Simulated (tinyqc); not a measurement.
Switching power and leakage at the onset of runaway.

Inverse problem. T = T0 + Rth P(T), P(T) = Pd + Pl (T/300 K)^2 exp[(q Ea/kB)(1/(300 K) - 1/T)]. At the onset of runaway the loop gain Rth dP/dT equals one as well. Find Pd and the critical Pl.

Inputs (values chosen for the exercise): ambient temperature T0 = 320 K; activation energy of the leakage Ea = 0.48 eV; thermal resistance Rth = 1.9 K/W.

Constants: q = 1.602176634e-19 C, kB = 1.380649e-23 J/K. Results are converted to the units shown.

temperature at the onset of runaway = 372.35591 K

Solution. With s = 2/T + q Ea/(kB T^2), unit gain means Rth (P - Pd) = 1/s; the heat balance then gives Pd, and the leakage term Pl.

Pd = 16.00 W
critical Pl = 0.2033 W

Program tinyqc, `OMP_NUM_THREADS=1 python tinyqc.py 2520042 2520043 out.jsonl`; Intel Xeon 2.30GHz, shared host, one thread, about 0.01 s.
